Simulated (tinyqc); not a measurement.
Small-signal admittance of a forward-biased p+-n diode: one step of the calculation.

Holes injected into a neutral base of width wb with an ohmic contact at its end; low injection, p0 far above the equilibrium density. A small voltage v exp(i w t), w = 2 pi f, modulates the edge density by p0 v/Vt, and the small-signal density obeys Dp d2p/dx2 = (1/tau + i w) p.

Question. Closed-form admittance. L = sqrt(Dp tau); direct current J = (q Dp p0/L) coth(wb/L); k = sqrt(1 + i w tau)/L; diffusion admittance Y = (q Dp p0/Vt) k coth(k wb) = G + i w C_diff; junction capacitance C_j = sqrt(q eps0 eps_r Nd/(2 Vr)) in the depletion approximation, with the remaining barrier Vr = Vt ln(Na/p0), a rough value under forward bias; base-width modulation is left out.

Parameters, values chosen for the exercise; permittivity close to that of silicon: temperature T = 350 K; relative permittivity eps_r = 11.7; donor density of the base Nd = 8.3e16 cm^-3; hole diffusion coefficient Dp = 12 cm^2/s; hole lifetime tau = 3e-6 s; width of the neutral base wb = 26 um; excess hole density at the junction edge p0 = 7.1e14 cm^-3; acceptor density of the p+ side Na = 8e19 cm^-3; signal frequency f = 1.6e5 Hz.

Constants: q = 1.602176634e-19 C, kB = 1.380649e-23 J/K, Vt = kB T/q, eps0 = 8.8541878128e-14 F/cm where lengths are in cm. Results are converted to the units shown.

Wanted: L; J; k wb; Y; C_diff; C_j.

Answer.

L = 60.00 um
J = 0.5575 A/cm^2
k wb = 0.6263+0.4521i
Y = 18.60+3.20i S/cm^2
C_diff = 3.183 uF/cm^2
C_j = 0.1401 uF/cm^2

G is 1.01 times its low-frequency value J/Vt, and C_diff is 22.7 times C_j.

Numbers from tinyqc (`OMP_NUM_THREADS=1 python tinyqc.py 2890161 2890162 out.jsonl`; about 0.01 s on one thread of a shared Intel Xeon 2.30GHz).
